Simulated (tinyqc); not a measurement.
Inside a calculation. Method: CIS on RHF in the sto-3g basis, for H4, spin multiplicity 1. One step of it, computed by the program tinyqc.

Question. CIS matrix, singlets. A(ia,jb) = (e_a - e_i) d_ij d_ab + 2 (ia|jb) - (ij|ab).

orbital energies (hartree): MO1 -0.593400, MO2 -0.473286, MO3 0.422220, MO4 0.774472

Two-electron integrals over orbitals (pq|rs), unique and non-zero (hartree):
```
(11|11) 0.452598    (21|21) 0.200713    (22|11) 0.441566    (22|22) 0.450828
(31|11) -0.045700   (31|22) -0.002022   (31|31) 0.105011    (32|21) 0.068217
(32|32) 0.101722    (33|11) 0.439458    (33|22) 0.439761    (33|31) -0.012163
(33|33) 0.457580    (41|21) 0.021120    (41|32) -0.074832   (41|41) 0.088210
(42|11) 0.055558    (42|22) 0.017147    (42|31) -0.101971   (42|33) 0.014573
(42|42) 0.107318    (43|21) -0.193066   (43|32) -0.069737   (43|41) -0.018540
(43|43) 0.205703    (44|11) 0.471689    (44|22) 0.461446    (44|31) -0.050316
(44|33) 0.473148    (44|42) 0.061428    (44|44) 0.516869
```

Give: CIS matrix A, singlet.

Answer.

CIS matrix A, singlet (hartree), order 1>3, 1>4, 2>3, 2>4:
$$\begin{pmatrix}
0.7862 & 0.0000 & 0.0000 & -0.0109 \\
0.0000 & 1.0726 & 0.0434 & 0.0000 \\
0.0000 & 0.0434 & 0.6592 & 0.0000 \\
-0.0109 & 0.0000 & 0.0000 & 1.0009
\end{pmatrix}$$
